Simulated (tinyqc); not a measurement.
Capacitance of parallel on-chip lines from Laplace's equation on a mesh: one step of the calculation.

Cross-section of an endless row of equal lines between two grounded planes; neighbours are driven in antiphase (+1 V and -1 V), so the plane midway between two lines is at 0 V. By symmetry one quarter is solved: x runs from the centre of a line (column 0, mirror) to that midplane (column 4, 0 V), y from the mid-height of the line (row 0, mirror) to the ground plane (row 3, 0 V). The line fills columns 0 to 2 and rows 0 to 1 at 1 V. Cells beside the line (below row 1) have e2, cells above have e1. Each link between nodes has the conductance g = mean permittivity of the two cells beside it (a cell beyond a mirror counts as 0), and the free nodes obey sum g (V_neighbour - V) = 0.

Task. Relaxation sweep. One sweep visits the free nodes row by row from row 0, left to right, and replaces V by V + om (weighted mean of the neighbours - V), using new values at once.

Parameters, values chosen for the exercise:
```
symbol  value  unit                 meaning
om        1.4        over-relaxation factor
```

V after sweep 1 (V):
```
           col 0      col 1      col 2      col 3      col 4
row 0  1.0000000  1.0000000  1.0000000  0.3500000  0.0000000
row 1  1.0000000  1.0000000  1.0000000  0.4290323  0.0000000
row 2  0.3500000  0.4725000  0.5153750  0.3305425  0.0000000
row 3  0.0000000  0.0000000  0.0000000  0.0000000  0.0000000
```

gx:
```
       col 0  col 1  col 2  col 3
row 0      1      1      1      1
row 1    3.1    3.1    3.1    3.1
row 2    4.2    4.2    4.2    4.2
row 3    2.1    2.1    2.1    2.1
```

gy:
```
       col 0  col 1  col 2  col 3  col 4
row 0      1      2      2      2      1
row 1    2.1    4.2    4.2    4.2    2.1
row 2    2.1    4.2    4.2    4.2    2.1
```

Wanted: V after sweep 2.

Result.

V after sweep 2 (V):
```
       col 0  col 1  col 2  col 3  col 4
row 0  1.000  1.000  1.000  0.510  0.000
row 1  1.000  1.000  1.000  0.450  0.000
row 2  0.541  0.531  0.445  0.181  0.000
row 3  0.000  0.000  0.000  0.000  0.000
```

Numbers from tinyqc (`OMP_NUM_THREADS=1 python tinyqc.py 2790173 2790174 out.jsonl`; about 0.7 s on one thread of a shared Intel Xeon 2.30GHz).
